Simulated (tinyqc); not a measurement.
Worked calculation: Born-Oppenheimer dynamics on the B3LYP (VWN-RPA form)/sto-3g surface (energies and gradients from PySCF), for BeH+, spin multiplicity 1. Computed by tinyqc, a small Python program that keeps every step (integrals from PySCF). Settings: charge = 1, multiplicity = 1, basis = sto-3g, functional = b3lyp, time step (fs) = 0.5, steps = 16. Command: `OMP_NUM_THREADS=1 python tinyqc.py 29315 29316 out.jsonl` (the two numbers bound the seeds that draw the settings). One thread of a shared host (Intel(R) Xeon(R) Processor @ 2.60GHz), about 5 s of CPU time with the checks.

positions (bohr):
```
,x,y,z
1Be,0.00000,0.00000,0.00000
2H,0.00000,0.00000,2.19964
```

The total energy should stay constant up to terms of order dt^2; the step counts as short enough if it moves by less than 2 % of the largest kinetic energy.

Trajectory:
```
time (fs),1Be-2H (angstrom),potential (hartree),kinetic (hartree),total (hartree)
0.00000,1.16400,-14.7470525,0.0049035,-14.7421490
0.50000,1.17083,-14.7481992,0.0060217,-14.7421775
1.00000,1.19009,-14.7511146,0.0088703,-14.7422442
1.50000,1.22003,-14.7547741,0.0124592,-14.7423149
2.00000,1.25814,-14.7580603,0.0156985,-14.7423618
2.50000,1.30164,-14.7601817,0.0178052,-14.7423765
3.00000,1.34780,-14.7608239,0.0184587,-14.7423653
3.50000,1.39422,-14.7600750,0.0177351,-14.7423399
4.00000,1.43886,-14.7582604,0.0159499,-14.7423105
4.50000,1.48012,-14.7557912,0.0135080,-14.7422832
5.00000,1.51676,-14.7530656,0.0108048,-14.7422608
5.50000,1.54784,-14.7504196,0.0081757,-14.7422439
6.00000,1.57270,-14.7481133,0.0058813,-14.7422319
6.50000,1.59086,-14.7463335,0.0041094,-14.7422242
7.00000,1.60202,-14.7452039,0.0029841,-14.7422198
7.50000,1.60600,-14.7447948,0.0025765,-14.7422183
8.00000,1.60274,-14.7451301,0.0029106,-14.7422195
```

Is the time step short enough?

Yes. The total energy moves within 2.3e-04 hartree, under 2 % of the largest kinetic energy.
